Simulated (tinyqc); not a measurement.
# Gated graphene, quantum capacitance: two studies

phi is the Fermi level above the Dirac point, in volts; Vg is counted from the gate voltage of charge neutrality. Ideal linear bands, no charge puddles.

Values chosen for this exercise; values close to those of graphene:
```
symbol,value,unit,meaning
T,150,K,temperature
eox,8.79,,relative permittivity of the gate insulator (close to aluminium oxide)
tox,21,nm,insulator thickness
vF,1.09e6,m/s,Fermi velocity
Dit,1.9e12,cm^-2 eV^-1,density of traps
Vg,-1.02,V,gate voltage
```

Constants: q = 1.602176634e-19 C, kB = 1.380649e-23 J/K, hbar = 1.054571817e-34 J s, Vt = kB T/q, eps0 = 8.8541878128e-14 F/cm where lengths are in cm. Results are converted to the units shown.

Each table varies one quantity; the others keep the values above.

## Effect of the gate voltage

N0 = (2/pi)(kB T/(hbar vF))^2; n = N0 F1(phi/Vt), p = N0 F1(-phi/Vt), F1(e) = int_0^infinity u du/(1 + exp(u - e)) = -Li2(-exp(e)); Cq = q d(n - p)/dphi = (q N0/Vt) ln[2 (1 + cosh(phi/Vt))]. Cox = eps0 eox/tox; Vg = phi + q (n - p + Dit phi)/Cox. 1/C_G = 1/Cox + 1/(Cq + q Dit); dphi/dVg = Cox/(Cox + Cq + q Dit).

The same in every row: Cox (uF/cm^2) = 0.3706.

Effect of the gate voltage:
```
Vg (V)   phi (V)  n - p (cm^-2)  Cq (uF/cm^2)  C_G (uF/cm^2)  dphi/dVg  n + p (cm^-2)
-0.3    -0.07472      -3.791e11         1.482         0.3069    0.1718       3.793e11
-0.18   -0.05170      -1.985e11         1.034         0.2902    0.2169       1.993e11
-0.06   -0.02057      -5.213e10        0.5025         0.2540    0.3147       6.015e10
0.07     0.02366       6.223e10        0.5450         0.2580    0.3038       6.861e10
0.19     0.05385       2.126e11         1.075         0.2921    0.2118       2.133e11
0.31     0.07643       3.951e11         1.516         0.3079    0.1692       3.952e11
0.43     0.09515       5.938e11         1.886         0.3170    0.1447       5.938e11
0.56      0.1128       8.203e11         2.235         0.3234    0.1274       8.203e11
0.68      0.1273       1.037e12         2.523         0.3277    0.1159       1.037e12
0.8       0.1407       1.258e12         2.788         0.3309    0.1070       1.258e12
```

As Vg goes from -0.3 to 0.8, Cq goes from 1.48 through a minimum of 0.503 (at Vg = -0.06 among the rows listed) to 2.79 uF/cm^2, C_G/Cox goes from 0.828 through a minimum of 0.685 (at Vg = -0.06 among the rows listed) to 0.893 and n - p rises from -3.79e11 to 1.26e12 cm^-2. Cq exceeds Cox in every row, so the insulator is the tighter limit, though Cq still cuts C_G by up to 31 %. At neutrality Cq is (q N0/Vt) ln 4 = 0.355 uF/cm^2, and far from it Cq grows as |phi|.

## Effect of the density of traps

Same model as above.

The same in every row: Cox (uF/cm^2) = 0.3706.

Effect of the density of traps:
```
Dit (cm^-2 eV^-1)   phi (V)  n - p (cm^-2)  Cq (uF/cm^2)  C_G (uF/cm^2)  dphi/dVg  n + p (cm^-2)
0                   -0.1761      -1.952e12         3.490         0.3350   0.09600       1.952e12
1e11                -0.1754      -1.936e12         3.475         0.3350   0.09596       1.936e12
3e11                -0.1739      -1.905e12         3.447         0.3351   0.09588       1.905e12
7e11                -0.1711      -1.844e12         3.390         0.3351   0.09570       1.844e12
2e12                -0.1622      -1.660e12         3.213         0.3354   0.09492       1.660e12
4e12                -0.1495      -1.416e12         2.962         0.3360   0.09327       1.416e12
1e13                -0.1184      -9.013e11         2.347         0.3388   0.08580       9.013e11
3e13               -0.06411      -2.879e11         1.274         0.3493   0.05745       2.882e11
```

What does the table show?

As Dit goes from 0 to 3e13, Cq falls from 3.49 to 1.27 uF/cm^2, C_G/Cox rises from 0.904 to 0.943 and n - p rises from -1.95e12 to -2.88e11 cm^-2. Cq exceeds Cox in every row, so the insulator is the tighter limit, though Cq still cuts C_G by up to 9.6 %.

Computed by the program tinyqc: `OMP_NUM_THREADS=1 python tinyqc.py 2200047 2200048 out.jsonl`, one thread of a shared Intel Xeon 2.30GHz, about 0.01 s for the whole run.
